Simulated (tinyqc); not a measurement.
Where the moved charge sits: band offset of a heterojunction with an interface dipole (two-band chains, self-consistent charge).

Sites alternate A, C. Left: A at -G1/2, C at +G1/2, hopping -t1; right: A at D - G2/2, C at D + G2/2, hopping -t2; the bonds across the two interfaces of a ring (C left to A right, C right to A left) have -sqrt(t1 t2). D is the offset of the mid-gaps, so Ev(right) - Ev(left) = D - (G2 - G1)/2 and Ec(right) - Ec(left) = D + (G2 - G1)/2. The closing bond has its sign reversed (antiperiodic ring). Half the levels are filled with two electrons each. The charge moved is q = (electrons on the left) less one a site; the mean over the two interfaces, q/2, is taken as the charge that crosses each, and its dipole opposes the offset: D = D0 - u q/2.

From here on the ring has 24 cells a side.

Parameters, chosen for this exercise (gaps near those of Si and HfO2; the chains and D0 are free models, so the offsets are not those of the real pair; not measured data):
```
symbol  value  unit  meaning
G1      1.16   eV    gap on the left
G2      5.56   eV    gap on the right
t1      2.78   eV    hopping on the left
t2      1.92   eV    hopping on the right
```

D = 0.90944 eV

Electrons in cell k from an interface at the self-consistent D, less those at D = 0. Interface 1 joins C left to A right, interface 2 C right to A left. The decay lengths 1/(2 kappa a) are those of mid-gap states, cosh(kappa a) = 1 + G^2/(8 t^2).

Change of the electron count:
```
k  left of 1  right of 1  left of 2  right of 2
1    0.04040    -0.07466    0.02703    -0.05098
2    0.01697    -0.00450    0.01153    -0.00288
3    0.00906    -0.00029    0.00628    -0.00018
4    0.00517    -0.00002    0.00363    -0.00001
5    0.00305     0.00000    0.00216     0.00000
6    0.00184     0.00000    0.00131     0.00000
```

decay lengths (cells): left 2.401, right 0.372

Over six cells interface 1 moves +0.0765 electrons to the left side and -0.0795 to the right, interface 2 +0.0519 and -0.0541: each change is a dipole, and the two differ because the bonds join different sites. The first cells hold 74 % of it at interface 1. The tail is longer on the left, where the gap is smaller against the hopping: from k = 2 to 4 it falls by a factor 3.28, and pure mid-gap decay would give 2.3; the exponential carries a prefactor that falls as a power of the distance, so the first cells drop faster.

Program tinyqc; command `OMP_NUM_THREADS=1 python tinyqc.py 1451323 1451324 out.jsonl`; about 0.3 s on one thread of a shared Intel(R) Xeon(R) Processor @ 2.30GHz.
